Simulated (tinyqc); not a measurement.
Rise against time: self-heating of a transistor with one or more fingers, with temperature-dependent conductivity. Computed by tinyqc, a small Python program. Command: `OMP_NUM_THREADS=1 python tinyqc.py 3026598 3026599 out.jsonl selfheat walk`. One thread of a shared host (Intel(R) Xeon(R) Processor @ 2.30GHz), about 0.08 s of CPU time with the checks.

N long parallel fingers lie on the top face of a slab whose bottom is held at T_0; the top is otherwise insulated, and heat flows in two dimensions. P in W/mm is 1000 P in W/m.

Inputs (values chosen for the exercise, modelled on gallium nitride):
```
quantity                                      value           unit
conductivity at the base temperature kappa_0    151        W/(m K)
power per gate width P                          2.1           W/mm
fingers N                                         6              -
finger pitch s                                   45     micrometre
width of the heat source w                     0.33     micrometre
substrate thickness t                           120     micrometre
heat capacity C                                3.04  1e6 J/(m^3 K)
pulse length                                    4.6    microsecond
```

Power: fixed power.

Method:
- A line source of power P on the top face raises the top at distance x by (P/(pi kappa_0)) g(x), g(x) = -ln tanh(pi x/(4 t)) (the image sum for the slab). On a strip of width w the centre sees the mean of g over the strip, g_0 = 1 + ln(8 t/(pi w)) for w much below t.
- theta_i = (P/(pi kappa_0)) [g_0 + sum over j != i of g(|i - j| s)], with equal powers and constant conductivity; thermal resistance = largest theta/P.
- After switching on, theta(tau) = (P D/kappa_0) int_0^tau X(u) Z(u) du at the hottest finger, D = kappa_0/C; X = sum over fingers at distance x of [erf((x + w/2)/r) - erf((x - w/2)/r)]/(2 w), Z = sum_(j=-200..200) (-1)^j exp(-(2 j t/r)^2)/sqrt(pi D u), r = 2 sqrt(D u); trapezoid rule on 300 points evenly spaced in ln u from u_0 = 1e-3 min(tau, w^2/D) to tau, plus the exact piece 2 sqrt(u_0/(pi D))/w below u_0. Conductivity and power are held at their base values here, and Fourier's law is used even where the diffusion length is near a phonon free path.

diffusivity D = 49.6711 micrometre^2/microsecond

theta of each finger (K): 45.8548  50.9256  52.9010  52.9010  50.9256  45.8548

largest theta = 52.9010 K

Heating curve:
```
time (microsecond)  sqrt(D time) (micrometre)  rise (K)  share of the steady rise
2.90e-04                              0.12002    5.1343                   0.09705
0.0029                                0.37953    9.9398                    0.1879
0.029                                  1.2002    15.005                    0.2836
0.29                                   3.7953    20.099                    0.3799
2.9                                    12.002    25.225                    0.4768
14                                     26.370    30.315                     0.573
58                                     53.674    39.537                    0.7474
170                                    91.892    48.725                    0.9211
430                                    146.15    52.558                    0.9935
```

What does the comparison show, and why?

Half the steady rise is reached between 2.9 and 14 microseconds, and the last row holds 99.4 % of it; the slowest time constant is 4 t^2/(pi^2 D) = 117 microseconds. While the diffusion length lies between w and the pitch or thickness, the rise grows as the logarithm of time; once it nears the pitch of 45 micrometre the neighbours add their heat.

Extremes, crossings and ranges named in words are read from the listed rows.
